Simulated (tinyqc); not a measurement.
CCD on RHF in the 6-31g basis, for H3-, spin multiplicity 1, step by step. The basis has no diffuse functions, so it cannot describe the extra electron: this is an exercise in the method, not the real anion. Computed by tinyqc, a small Python program that keeps every step (integrals from PySCF). Settings: charge = -1, multiplicity = 1, basis = 6-31g, method = RHF, energy threshold = 1e-10, iteration cap = 50, orthogonalisation = symmetric, start = core, DIIS depth = 6, amplitude equations = CCD, DIIS depth for amplitudes = 6, cap on updates = 68. Command: `OMP_NUM_THREADS=1 python tinyqc.py 25391 25392 out.jsonl` (the two numbers bound the seeds that draw the settings). One thread of a shared host (Intel(R) Xeon(R) Processor @ 2.60GHz), about 0.07 s of CPU time with the checks. The early iterations of the SCF are left out here.

## One-electron integrals

Geometry (angstrom):

| atom | x | y | z |
|---|---|---|---|
| H | 0.00000 | 0.00000 | 0.00000 |
| H | 0.00000 | 0.00000 | 1.12800 |
| H | 0.00000 | 0.00000 | -1.12800 |

Basis 6-31g: exponents (1/bohr^2) and contraction coefficients of normalised primitives:

| element | l (shell) | exponent | coefficient |
|---|---|---|---|
| H | s (1) | 18.73114 | 0.03349 |
| H | s (1) | 2.82539 | 0.23473 |
| H | s (1) | 0.64012 | 0.81376 |
| H | s (2) | 0.16128 | 1.00000 |

Overlap, kinetic and nuclear-attraction integrals over the contracted functions; the nuclear repulsion is the sum of Za Zb / Rab.

nuclear repulsion = 1.1728218 hartree

overlap S:
```
         1H 1s    1H 2s    2H 1s    2H 2s    3H 1s    3H 2s
1H 1s  1.00000  0.65829  0.17984  0.36236  0.17984  0.36236
1H 2s  0.65829  1.00000  0.36236  0.69322  0.36236  0.69322
2H 1s  0.17984  0.36236  1.00000  0.65829  0.00199  0.06081
2H 2s  0.36236  0.69322  0.65829  1.00000  0.06081  0.23094
3H 1s  0.17984  0.36236  0.00199  0.06081  1.00000  0.65829
3H 2s  0.36236  0.69322  0.06081  0.23094  0.65829  1.00000
```

kinetic energy T (hartree):
```
          1H 1s    1H 2s     2H 1s     2H 2s     3H 1s     3H 2s
1H 1s   1.39568  0.25974  -0.02004   0.08578  -0.02004   0.08578
1H 2s   0.25974  0.24192   0.08578   0.12674   0.08578   0.12674
2H 1s  -0.02004  0.08578   1.39568   0.25974  -0.00561  -0.01398
2H 2s   0.08578  0.12674   0.25974   0.24192  -0.01398   0.00128
3H 1s  -0.02004  0.08578  -0.00561  -0.01398   1.39568   0.25974
3H 2s   0.08578  0.12674  -0.01398   0.00128   0.25974   0.24192
```

nuclear attraction V (hartree):
```
          1H 1s     1H 2s     2H 1s     2H 2s     3H 1s     3H 2s
1H 1s  -2.59109  -1.35614  -0.38255  -0.73502  -0.38255  -0.73502
1H 2s  -1.35614  -1.49759  -0.68538  -1.00554  -0.68538  -1.00554
2H 1s  -0.38255  -0.68538  -2.35672  -1.20364  -0.00441  -0.11577
2H 2s  -0.73502  -1.00554  -1.20364  -1.30364  -0.11577  -0.34585
3H 1s  -0.38255  -0.68538  -0.00441  -0.11577  -2.35672  -1.20364
3H 2s  -0.73502  -1.00554  -0.11577  -0.34585  -1.20364  -1.30364
```

core Hamiltonian H = T + V (hartree):
```
          1H 1s     1H 2s     2H 1s     2H 2s     3H 1s     3H 2s
1H 1s  -1.19541  -1.09641  -0.40260  -0.64923  -0.40260  -0.64923
1H 2s  -1.09641  -1.25568  -0.59960  -0.87880  -0.59960  -0.87880
2H 1s  -0.40260  -0.59960  -0.96104  -0.94390  -0.01002  -0.12976
2H 2s  -0.64923  -0.87880  -0.94390  -1.06172  -0.12976  -0.34457
3H 1s  -0.40260  -0.59960  -0.01002  -0.12976  -0.96104  -0.94390
3H 2s  -0.64923  -0.87880  -0.12976  -0.34457  -0.94390  -1.06172
```

## Two-electron integrals

Functions are numbered as in S; the eight-fold symmetry (ij|kl) = (ji|kl) = (kl|ij) leaves the list below.

Two-electron integrals (ij|kl) in chemists' order, unique and non-zero (hartree):
```
(11|11) 1.07657    (21|11) 0.57847    (21|21) 0.32942    (22|11) 0.58740
(22|21) 0.36130    (22|22) 0.45315    (31|11) 0.13833    (31|21) 0.08162
(31|22) 0.09418    (31|31) 0.02973    (32|11) 0.19462    (32|21) 0.12260
(32|22) 0.15973    (32|31) 0.04953    (32|32) 0.09875    (33|11) 0.46520
(33|21) 0.30120    (33|22) 0.41417    (33|31) 0.13833    (33|32) 0.30770
(33|33) 1.07657    (41|11) 0.30770    (41|21) 0.17661    (41|22) 0.19614
(41|31) 0.04953    (41|32) 0.07673    (41|33) 0.19462    (41|41) 0.09875
(42|11) 0.36889    (42|21) 0.22964    (42|22) 0.29596    (42|31) 0.07165
(42|32) 0.13272    (42|33) 0.36889    (42|41) 0.13272    (42|42) 0.21776
(43|11) 0.30120    (43|21) 0.19361    (43|22) 0.26460    (43|31) 0.08162
(43|32) 0.17661    (43|33) 0.57847    (43|41) 0.12260    (43|42) 0.22964
(43|43) 0.32942    (44|11) 0.41417    (44|21) 0.26460    (44|22) 0.36309
(44|31) 0.09418    (44|32) 0.19614    (44|33) 0.58740    (44|41) 0.15973
(44|42) 0.29596    (44|43) 0.36130    (44|44) 0.45315    (51|11) 0.13833
(51|21) 0.08162    (51|22) 0.09418    (51|31) 0.01536    (51|32) 0.02336
(51|33) 0.05661    (51|41) 0.03930    (51|42) 0.05140    (51|43) 0.03722
(51|44) 0.05530    (51|51) 0.02973    (52|11) 0.19462    (52|21) 0.12260
(52|22) 0.15973    (52|31) 0.02336    (52|32) 0.03782    (52|33) 0.09376
(52|41) 0.05876    (52|42) 0.08471    (52|43) 0.06170    (52|44) 0.09297
(52|51) 0.04953    (52|52) 0.09875    (53|11) 0.00193    (53|21) 0.00108
(53|22) 0.00114    (53|31) 0.00026    (53|32) 0.00038    (53|33) 0.00093
(53|41) 0.00058    (53|42) 0.00072    (53|43) 0.00060    (53|44) 0.00082
(53|51) 0.00026    (53|52) 0.00038    (53|53) 3.56e-06   (54|11) 0.03840
(54|21) 0.02355    (54|22) 0.02909    (54|31) 0.00456    (54|32) 0.00719
(54|33) 0.01764    (54|41) 0.01142    (54|42) 0.01583    (54|43) 0.01159
(54|44) 0.01730    (54|51) 0.00875    (54|52) 0.01599    (54|53) 0.00007
(54|54) 0.00271    (55|11) 0.46520    (55|21) 0.30120    (55|22) 0.41417
(55|31) 0.05661    (55|32) 0.09376    (55|33) 0.23456    (55|41) 0.14246
(55|42) 0.21269    (55|43) 0.15441    (55|44) 0.23414    (55|51) 0.13833
(55|52) 0.30770    (55|53) 0.00093    (55|54) 0.04677    (55|55) 1.07657
(61|11) 0.30770    (61|21) 0.17661    (61|22) 0.19614    (61|31) 0.03930
(61|32) 0.05876    (61|33) 0.14246    (61|41) 0.09107    (61|42) 0.11777
(61|43) 0.09273    (61|44) 0.13165    (61|51) 0.04953    (61|52) 0.07673
(61|53) 0.00058    (61|54) 0.01438    (61|55) 0.19462    (61|61) 0.09875
(62|11) 0.36889    (62|21) 0.22964    (62|22) 0.29596    (62|31) 0.05140
(62|32) 0.08471    (62|33) 0.21269    (62|41) 0.11777    (62|42) 0.17448
(62|43) 0.13867    (62|44) 0.20177    (62|51) 0.07165    (62|52) 0.13272
(62|53) 0.00072    (62|54) 0.02283    (62|55) 0.36889    (62|61) 0.13272
(62|62) 0.21776    (63|11) 0.03840    (63|21) 0.02355    (63|22) 0.02909
(63|31) 0.00875    (63|32) 0.01599    (63|33) 0.04677    (63|41) 0.01438
(63|42) 0.02283    (63|43) 0.02744    (63|44) 0.03158    (63|51) 0.00456
(63|52) 0.00719    (63|53) 0.00007    (63|54) 0.00138    (63|55) 0.01764
(63|61) 0.01142    (63|62) 0.01583    (63|63) 0.00271    (64|11) 0.13565
(64|21) 0.08344    (64|22) 0.10465    (64|31) 0.02175    (64|32) 0.03689
(64|33) 0.09565    (64|41) 0.04530    (64|42) 0.06835    (64|43) 0.06110
(64|44) 0.08385    (64|51) 0.02175    (64|52) 0.03689    (64|53) 0.00026
(64|54) 0.00672    (64|55) 0.09565    (64|61) 0.04530    (64|62) 0.06835
(64|63) 0.00672    (64|64) 0.02417    (65|11) 0.30120    (65|21) 0.19361
(65|22) 0.26460    (65|31) 0.03722    (65|32) 0.06170    (65|33) 0.15441
(65|41) 0.09273    (65|42) 0.13867    (65|43) 0.10164    (65|44) 0.15387
(65|51) 0.08162    (65|52) 0.17661    (65|53) 0.00060    (65|54) 0.02744
(65|55) 0.57847    (65|61) 0.12260    (65|62) 0.22964    (65|63) 0.01159
(65|64) 0.06110    (65|65) 0.32942    (66|11) 0.41417    (66|21) 0.26460
(66|22) 0.36309    (66|31) 0.05530    (66|32) 0.09297    (66|33) 0.23414
(66|41) 0.13165    (66|42) 0.20177    (66|43) 0.15387    (66|44) 0.23094
(66|51) 0.09418    (66|52) 0.19614    (66|53) 0.00082    (66|54) 0.03158
(66|55) 0.58740    (66|61) 0.15973    (66|62) 0.29596    (66|63) 0.01730
(66|64) 0.08385    (66|65) 0.36130    (66|66) 0.45315
```

## Orthogonalisation

S = U s U^T; symmetric (Loewdin) form X = U s^(-1/2) U^T, so that X^T S X = 1.

eigenvalues of S: 0.08025  0.27519  0.40527  0.79436  1.49188  2.95304

X:
```
          1H 1s     1H 2s     2H 1s     2H 2s     3H 1s     3H 2s
1H 1s   1.27525  -0.60250  -0.00984   0.07005  -0.00984   0.07005
1H 2s  -0.60250   2.35105   0.00405  -0.85503   0.00405  -0.85503
2H 1s  -0.00984   0.00405   1.25502  -0.49618  -0.00515   0.03788
2H 2s   0.07005  -0.85503  -0.49618   1.69666   0.03788   0.23185
3H 1s  -0.00984   0.00405  -0.00515   0.03788   1.25502  -0.49618
3H 2s   0.07005  -0.85503   0.03788   0.23185  -0.49618   1.69666
```

## Iteration 7 (converged): orbitals

converged F (hartree):
```
          1H 1s     1H 2s     2H 1s     2H 2s     3H 1s     3H 2s
1H 1s   0.42124  -0.23703  -0.25033  -0.23675  -0.25033  -0.23675
1H 2s  -0.23703  -0.09794  -0.22911  -0.13431  -0.22911  -0.13431
2H 1s  -0.25033  -0.22911   0.43413  -0.22973   0.00326  -0.06946
2H 2s  -0.23675  -0.13431  -0.22973  -0.04408  -0.06946  -0.09559
3H 1s  -0.25033  -0.22911   0.00326  -0.06946   0.43413  -0.22973
3H 2s  -0.23675  -0.13431  -0.06946  -0.09559  -0.22973  -0.04408
```

Diagonalise F' = X^T F X, C = X C', fill 2 alpha and 2 beta electrons from the bottom; D = 2 C_occ C_occ^T. Each column has its largest component positive (the first on a tie).

F' = X^T F X (hartree):
```
          1         2         3         4         5         6
1   0.95848  -0.61030  -0.16109  -0.07888  -0.16109  -0.07888
2  -0.61030   0.66881  -0.13302  -0.19484  -0.13302  -0.19484
3  -0.16109  -0.13302   0.95793  -0.61286   0.04328   0.05898
4  -0.07888  -0.19484  -0.61286   0.46708   0.05898  -0.01710
5  -0.16109  -0.13302   0.04328   0.05898   0.95793  -0.61286
6  -0.07888  -0.19484   0.05898  -0.01710  -0.61286   0.46708
```

orbital energies (hartree): MO1 -0.25292, MO2 -0.00606, MO3 0.53588, MO4 1.29272, MO5 1.40489, MO6 1.50281

coefficients C:
```
           MO1       MO2       MO3       MO4       MO5       MO6
1H 1s  0.24843   0.00000   0.22833   0.65684   0.00000  -1.20581
1H 2s  0.28456   0.00000   1.75321  -0.67375   0.00000   1.93493
2H 1s  0.17468   0.22019  -0.04611   0.77704   0.94241   0.49979
2H 2s  0.26136   0.61411  -1.19303  -0.41813  -0.91560  -1.01692
3H 1s  0.17468  -0.22019  -0.04611   0.77704  -0.94241   0.49979
3H 2s  0.26136  -0.61411  -1.19303  -0.41813   0.91560  -1.01692
```

D after iteration 7:
```
         1H 1s    1H 2s     2H 1s     2H 2s     3H 1s     3H 2s
1H 1s  0.12343  0.14138   0.08679   0.12986   0.08679   0.12986
1H 2s  0.14138  0.16194   0.09941   0.14874   0.09941   0.14874
2H 1s  0.08679  0.09941   0.15799   0.36174  -0.03594  -0.17913
2H 2s  0.12986  0.14874   0.36174   0.89088  -0.17913  -0.61763
3H 1s  0.08679  0.09941  -0.03594  -0.17913   0.15799   0.36174
3H 2s  0.12986  0.14874  -0.17913  -0.61763   0.36174   0.89088
```

## Convergence

Stop when the energy changes by less than 1e-10 hartree and every element of the error matrix X^T (F D S - S D F) X is below 3e-06.

Course of the cycle:

| iteration | E (hartree) | change | largest element of the error matrix |
|---|---|---|---|
| 1 | -1.3281420 | - | 3.40e-01 |
| 2 | -1.5543943 | -2.26e-01 | 2.70e-02 |
| 3 | -1.5566848 | -2.29e-03 | 3.54e-03 |
| 4 | -1.5567103 | -2.55e-05 | 1.68e-04 |
| 5 | -1.5567103 | -5.46e-08 | 1.24e-05 |
| 6 | -1.5567103 | -1.98e-10 | 9.98e-08 |
| 7 | -1.5567103 | -3.73e-14 | 3.75e-09 |

PySCF RHF in the same basis = -1.5567103 hartree

Converged in 7 iterations.

## Integrals over molecular orbitals

(pq|rs) = sum C_ip C_jq C_kr C_ls (ij|kl), one index at a time.

one-electron integrals over orbitals h = C^T H C (hartree):
```
          1         2         3         4         5         6
1  -1.39707   0.00000  -0.15275  -0.15249   0.00000   0.04558
2   0.00000  -1.07348   0.00000   0.00000  -0.20230   0.00000
3  -0.15275   0.00000  -0.77259   0.05355   0.00000   0.25904
4  -0.15249   0.00000   0.05355  -0.22770   0.00000   0.01624
5   0.00000  -0.20230   0.00000   0.00000  -0.08168   0.00000
6   0.04558   0.00000   0.25904   0.01624   0.00000  -0.15061
```

Two-electron integrals over orbitals (pq|rs), unique and non-zero (hartree):
```
(11|11) 0.47490    (21|21) 0.12233    (22|11) 0.39579    (22|22) 0.39818
(31|11) 0.07642    (31|22) -0.00180   (31|31) 0.07518    (32|21) -0.07994
(32|32) 0.07679    (33|11) 0.38426    (33|22) 0.34596    (33|31) 0.03672
(33|33) 0.34925    (41|11) 0.07458    (41|22) 0.06708    (41|31) 0.00720
(41|33) 0.04742    (41|41) 0.05588    (42|21) 0.05625    (42|32) -0.03080
(42|42) 0.05574    (43|11) -0.01237   (43|22) -0.02621   (43|31) 0.01228
(43|33) -0.00322   (43|41) -0.00369   (43|43) 0.02120    (44|11) 0.42547
(44|22) 0.39054    (44|31) 0.03506    (44|33) 0.35059    (44|41) 0.07736
(44|43) -0.02846   (44|44) 0.42520    (51|21) 0.05238    (51|32) -0.02571
(51|42) 0.05138    (51|51) 0.04814    (52|11) 0.08373    (52|22) 0.08722
(52|31) -0.00233   (52|33) 0.04459    (52|41) 0.05629    (52|43) -0.02386
(52|44) 0.10188    (52|52) 0.07727    (53|21) -0.00426   (53|32) -0.00880
(53|42) -0.02265   (53|51) -0.02137   (53|53) 0.02180    (54|21) 0.13737
(54|32) -0.09138   (54|42) 0.08364    (54|51) 0.07781    (54|53) -0.01660
(54|54) 0.18415    (55|11) 0.39741    (55|22) 0.40858    (55|31) -0.00925
(55|33) 0.33827    (55|41) 0.09045    (55|43) -0.03735   (55|44) 0.42368
(55|52) 0.12233    (55|55) 0.46046    (61|11) -0.03826   (61|22) 0.02046
(61|31) -0.05530   (61|33) -0.03367   (61|41) -0.00840   (61|43) -0.03219
(61|44) 0.00356    (61|52) 0.02448    (61|55) 0.03889    (61|61) 0.07863
(62|21) 0.04825    (62|32) -0.02271   (62|42) 0.03955    (62|51) 0.03790
(62|53) -0.01901   (62|54) 0.06784    (62|62) 0.03554    (63|11) -0.11481
(63|22) -0.05371   (63|31) -0.05877   (63|33) -0.06784   (63|41) -0.04691
(63|43) -0.00850   (63|44) -0.08552   (63|52) -0.03705   (63|55) -0.05924
(63|61) 0.05296    (63|63) 0.08484    (64|11) -0.03058   (64|22) 0.03804
(64|31) -0.06527   (64|33) -0.01805   (64|41) 0.01672    (64|43) -0.02639
(64|44) 0.01461    (64|52) 0.04117    (64|55) 0.06986    (64|61) 0.07031
(64|63) 0.04268    (64|64) 0.09003    (65|21) 0.09278    (65|32) -0.06730
(65|42) 0.05993    (65|51) 0.05500    (65|53) -0.00917   (65|54) 0.12653
(65|62) 0.04454    (65|65) 0.09115    (66|11) 0.49942    (66|22) 0.38438
(66|31) 0.11068    (66|33) 0.40776    (66|41) 0.10165    (66|43) 0.01241
(66|44) 0.44282    (66|52) 0.08429    (66|55) 0.39443    (66|61) -0.10052
(66|63) -0.16855   (66|64) -0.07843   (66|66) 0.60817
```

## CCD: starting amplitudes

t_ij^ab = <ij||ab> / (e_i + e_j - e_a - e_b), whose energy is MP2.

Starting amplitudes (spin orbitals 1a, 1b, ...; amplitudes related by a flip of all spins are not repeated):

| from | to | t |
|---|---|---|
| 2a 2b | 3a 3b | -0.07085 |
| 1a 1b | 3a 3b | -0.04765 |
| 2a 2b | 5a 5b | -0.02738 |
| 1a 1b | 6a 6b | -0.02239 |
| 1a 1b | 3a 6b | 0.02173 |
| 2a 2b | 4a 4b | -0.02146 |
| 1a 2b | 4a 5b | -0.01904 |
| 1a 1b | 4a 4b | -0.01808 |
| 1a 2b | 4b 5a | 0.01738 |
| 2a 2b | 3a 4b | 0.01673 |
| 1a 1b | 5a 5b | -0.01452 |
| 2a 2b | 4a 6b | -0.01409 |
| 1a 2b | 5a 6b | -0.01197 |
| 2a 2b | 6a 6b | -0.01178 |
| 1a 2b | 3b 5a | -0.01169 |
| 2a 2b | 3a 6b | 0.01107 |
| 1a 2a | 3a 5a | -0.01063 |
| 1a 2b | 5b 6a | 0.00773 |
| 1a 2a | 5a 6a | -0.00424 |
| 1a 1b | 3a 4b | -0.00308 |
| 1a 1b | 4a 6b | 0.00254 |
| 1a 2a | 4a 5a | -0.00166 |
| 1a 2b | 3a 5b | 0.00106 |

correlation energy = -0.0278097 hartree

## CCD: amplitude update 1

t_ij^ab D_ij^ab are set to the remaining terms of the spin-orbital equations, evaluated with the old amplitudes; for the doubles these are <ij||ab> + 1/2 <ab||ef> t_ij^ef + 1/2 <mn||ij> t_mn^ab + P(ij)P(ab) <mb||ej> t_im^ae + terms in t^2, D the orbital-energy denominators.

Amplitudes after update 1 (spin orbitals 1a, 1b, ...; amplitudes related by a flip of all spins are not repeated):

| from | to | t |
|---|---|---|
| 2a 2b | 3a 3b | -0.09385 |
| 1a 1b | 3a 3b | -0.05981 |
| 2a 2b | 5a 5b | -0.03282 |
| 1a 1b | 3a 6b | 0.02884 |
| 2a 2b | 4a 4b | -0.02594 |
| 1a 1b | 6a 6b | -0.02567 |
| 1a 2b | 4a 5b | -0.02390 |
| 2a 2b | 3a 4b | 0.02291 |
| 1a 2b | 4b 5a | 0.02162 |
| 1a 1b | 4a 4b | -0.02159 |
| 2a 2b | 4a 6b | -0.01815 |
| 1a 1b | 5a 5b | -0.01708 |
| 1a 2b | 3b 5a | -0.01553 |
| 1a 2b | 5a 6b | -0.01542 |
| 2a 2b | 3a 6b | 0.01284 |
| 1a 2a | 3a 5a | -0.01168 |
| 2a 2b | 6a 6b | -0.01091 |
| 1a 2b | 5b 6a | 0.01047 |
| 1a 2a | 5a 6a | -0.00495 |
| 1a 2b | 3a 5b | 0.00385 |
| 1a 1b | 3a 4b | -0.00317 |
| 1a 2a | 4a 5a | -0.00227 |
| 1a 1b | 4a 6b | 0.00207 |

correlation energy = -0.0349320 hartree

## CCD: convergence

E_corr = 1/4 sum <ij||ab> t_ij^ab; stop when the norm of the change is below 1e-8.

Course of the amplitude iterations:

| update | correlation energy (hartree) | norm of the change |
|---|---|---|
| 0 | -0.0278097 | - |
| 1 | -0.0349320 | 6.77e-02 |
| 2 | -0.0368581 | 2.11e-02 |
| 3 | -0.0376765 | 7.18e-03 |
| 4 | -0.0376550 | 7.73e-04 |
| 5 | -0.0376553 | 1.37e-04 |
| 6 | -0.0376550 | 1.74e-05 |
| 7 | -0.0376549 | 3.55e-06 |
| 8 | -0.0376550 | 4.39e-07 |
| 9 | -0.0376549 | 9.28e-08 |
| 10 | -0.0376549 | 1.57e-08 |
| 11 | -0.0376549 | 1.96e-09 |

Converged amplitudes (spin orbitals 1a, 1b, ...; amplitudes related by a flip of all spins are not repeated):

| from | to | t |
|---|---|---|
| 2a 2b | 3a 3b | -0.10651 |
| 1a 1b | 3a 3b | -0.06329 |
| 2a 2b | 5a 5b | -0.03423 |
| 1a 1b | 3a 6b | 0.03216 |
| 2a 2b | 4a 4b | -0.02742 |
| 2a 2b | 3a 4b | 0.02652 |
| 1a 1b | 6a 6b | -0.02640 |
| 1a 2b | 4a 5b | -0.02526 |
| 1a 2b | 4b 5a | 0.02258 |
| 1a 1b | 4a 4b | -0.02238 |
| 2a 2b | 4a 6b | -0.01935 |
| 1a 1b | 5a 5b | -0.01788 |
| 1a 2b | 3b 5a | -0.01744 |
| 1a 2b | 5a 6b | -0.01653 |
| 2a 2b | 3a 6b | 0.01382 |
| 1a 2b | 5b 6a | 0.01132 |
| 1a 2a | 3a 5a | -0.01124 |
| 2a 2b | 6a 6b | -0.00999 |
| 1a 2b | 3a 5b | 0.00620 |
| 1a 2a | 5a 6a | -0.00521 |
| 1a 1b | 3a 4b | -0.00294 |
| 1a 2a | 4a 5a | -0.00268 |
| 1a 1b | 4a 6b | 0.00131 |

CCD total energy = -1.5943653 hartree

Converged in 11 updates, with DIIS from the third.
